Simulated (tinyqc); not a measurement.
A particle near a wafer in liquid: double-layer and van der Waals forces (DLVO), deposition barrier and removal: one step, computed by the program tinyqc. Command: `OMP_NUM_THREADS=1 python tinyqc.py 3113566 3113567 out.jsonl dlvo walk`. One thread of a shared host (Intel(R) Xeon(R) Processor @ 2.30GHz), about 0.01 s of CPU time with the checks.

Sphere and flat wall, Derjaguin approximation, constant potentials in the linear-superposition form, no retardation and no hydration force.

Question. The curve. U(h) = Z R exp(-kappa h) - A R/(6 h); F(h) = -dU/dh = kappa Z R exp(-kappa h) - A R/(6 h^2), positive for repulsion.

Inputs (values chosen for the exercise, of the order of those for alumina on silica in water): particle radius R = 27 nm; Hamaker constant A = 1.3e-20 J; temperature T = 298 K.

kappa = 0.6066778 1/nm

Z = 2.412033 pN

Constants: k_B = 1.380649e-23 J/K.

Give: the table «Against the gap» with the columns kappa h, U (k_B T), F (pN), for h (nm) = 0.4, 0.6, 1.0, 1.5, 2.5, 4.0, 7.0, 12.0, 20.0, 40.0.

Answer.

Against the gap:
```
h (nm),kappa h,U (k_B T),F (pN)
0.4,0.24,-23.13,-3.346e+02
0.6,0.36,-12.70,-1.350e+02
1.0,0.61,-5.59,-3.696e+01
1.5,0.91,-3.11,-1.010e+01
2.5,1.52,-2.21,-6.901e-01
4.0,2.43,-2.16,-1.665e-01
7.0,4.25,-1.80,-6.285e-01
12.0,7.28,-1.17,-3.790e-01
20.0,12.13,-0.71,-1.460e-01
40.0,24.27,-0.36,-3.656e-02
```

Caution: in rows where h is not small against R, A R/(6 h) overstates the van der Waals term. Caution: in rows with kappa h below 1 linear superposition is only rough.
